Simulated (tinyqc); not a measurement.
Reflectance at normal incidence against thickness.

Normal incidence on air, film (n1) and substrate (N2 = n2 - i k2): r01 = (1 - n1)/(1 + n1), r12 = (n1 - N2)/(n1 + N2), amplitude (r01 + r12 X)/(1 + r01 r12 X), X = exp(-4 pi i n1 d/lam), R its squared modulus, phase from 0 to 360 degrees.

Parameters, values chosen for the exercise:
- lam = 632.8 nm (wavelength)
- n1 = 1.631 (index of the transparent film)
- n2 = 3.882 (index of the substrate)
- k2 = 0.019 (extinction coefficient of the substrate)

Reflectance at normal incidence against thickness:
```
d (nm)   R (%)  phase of the reflected amplitude (degrees)
0       34.850                                      179.85
24      31.620                                      155.16
48      22.379                                      126.49
71      10.596                                      88.123
95      3.5299                                      8.6259
119     8.8975                                      280.19
142     20.548                                      238.64
166     30.567                                      208.86
190     34.769                                      183.85
```

What does the comparison show?

R goes from 34.9 through a minimum of 3.53 (at d = 95 nm among the rows listed) to 34.8 %. At a quarter wave, d = 97.0 nm, R = 3.49 %; for a transparent substrate it would vanish for n1 = sqrt(n2) = 1.97.

tinyqc, about 0.4 s, one thread, Intel Xeon 2.30GHz (shared host): `OMP_NUM_THREADS=1 python tinyqc.py 2870137 2870138 out.jsonl`
